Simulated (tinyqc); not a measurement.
From results back to parameters: phonon-assisted absorption at an indirect gap. Four cases, with inputs chosen for the exercise.

Problem. One phonon: alpha = A [N (E - Eg + w)^2 + (N + 1)(E - Eg - w)^2], each term only above its threshold, N = 1/(exp(w/kB Tm) - 1). The first two energies lie below the emission threshold and the third above it.

Constants: kB = 8.617333262e-05 eV/K.

Case 1.

Values chosen (out of a larger set: loosely those of Si at room temperature; Eg is not tied to T; not measured data): Es = (1.108, 1.176, 1.238) eV (three photon energies); Tm = 400 K.

alpha at the three energies (1/cm): 0.3700707  6.151056  23.67056

Case 2.

Values chosen (out of a larger set: loosely those of Si at room temperature; Eg is not tied to T; not measured data): Es = (1.084, 1.152, 1.214) eV (three photon energies); Tm = 250 K.

alpha at the three energies (1/cm): 0.1053413  1.750909  9.631471

Case 3.

Values chosen (out of a larger set: loosely those of AlAs at room temperature; Eg is not tied to T; not measured data): Es = (2.092, 2.146, 2.203) eV (three photon energies); Tm = 250 K.

alpha at the three energies (1/cm): 0.1745123  2.990400  16.96551

Case 4.

Values chosen (out of a larger set: loosely those of Si at room temperature; Eg is not tied to T; not measured data): Es = (1.086, 1.156, 1.219) eV (three photon energies); Tm = 300 K.

alpha at the three energies (1/cm): 0.1468908  2.340220  10.58945

Find: slope sqrt(A N); threshold Eg - w; w; Eg; A.

Solution. sqrt(alpha) at the first two energies is a line with slope sqrt(A N) and intercept Eg - w. The excess at the third energy is A N exp(w/kB Tm) (E - (Eg - w) - 2w)^2, which has one root w with the emission threshold between the second and third energies.

Case 1.

slope sqrt(A N) = 27.53 1/(cm^(1/2) eV)
threshold Eg - w = 1.0859 eV
w = 56.1 meV
Eg = 1.142 eV
A = 3.1e+03 1/(cm eV^2)

Case 2.

slope sqrt(A N) = 14.69 1/(cm^(1/2) eV)
threshold Eg - w = 1.0619 eV
w = 56.1 meV
Eg = 1.118 eV
A = 2.7e+03 1/(cm eV^2)

Case 3.

slope sqrt(A N) = 24.29 1/(cm^(1/2) eV)
threshold Eg - w = 2.0748 eV
w = 44.2 meV
Eg = 2.119 eV
A = 4.0e+03 1/(cm eV^2)

Case 4.

slope sqrt(A N) = 16.38 1/(cm^(1/2) eV)
threshold Eg - w = 1.0626 eV
w = 58.4 meV
Eg = 1.121 eV
A = 2.3e+03 1/(cm eV^2)

Computed by tinyqc, one run a case: `OMP_NUM_THREADS=1 python tinyqc.py N N+1 out.jsonl` with N = 1680220, 1680229, 1680238, 1680262; one thread of a shared Intel(R) Xeon(R) Processor @ 2.30GHz, about 0.01 s a run at most.
